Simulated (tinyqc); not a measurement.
# Poole-Frenkel parameters from three currents

Question. Poole-Frenkel conduction in an insulator follows J = s0 F exp[-(pt - sqrt(q F/(pi eps0 ei)))/Vt], Vt = kB T/q, F in V/cm. Find ei, pt and s0.

Constants: q = 1.602176634e-19 C, kB = 1.380649e-23 J/K, eps0 = 8.8541878128e-14 F/cm where lengths are in cm. Results are converted to the units shown.

J at (0.92 MV/cm, 350 K), (3.7 MV/cm, 350 K) and (3.7 MV/cm, 400 K) (A/cm^2): [0.057446239, 19658.456, 50388.954]

Answer. The two fields give the lowering coefficient and so ei; the two temperatures give the lowered barrier, to which the lowering is added back.

ei = 4.570
pt = 0.9100 eV
s0 = 9.900 S/cm

Program tinyqc, `OMP_NUM_THREADS=1 python tinyqc.py 2370081 2370082 out.jsonl`; Intel Xeon 2.30GHz, shared host, one thread, about 0.01 s.
